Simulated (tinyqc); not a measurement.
The weight eta from points of equal mobility.

Inverse problem. If the mobility depends on E = q (Ndep + eta Ns)/(eps0 eps_r) alone, two points of equal mobility on its falling branch have equal E. Find eta and E.

Inputs (values chosen for the exercise): relative permittivity of the semiconductor eps_r = 11.7.

Constants: q = 1.602176634e-19 C, eps0 = 8.8541878128e-14 F/cm where lengths are in cm. Results are converted to the units shown.

Ndep at two body biases (cm^-2): 2.7914653e12  4.5167073e12
Ns at which the mobility is the same (cm^-2): 1.3e13  7.0508898e12

Answer. eta is the ratio of the differences of Ndep and Ns.

eta = 0.2900
E = 1.015 MV/cm

tinyqc, about 0.01 s, one thread, Intel Xeon 2.30GHz (shared host): `OMP_NUM_THREADS=1 python tinyqc.py 2510065 2510066 out.jsonl`
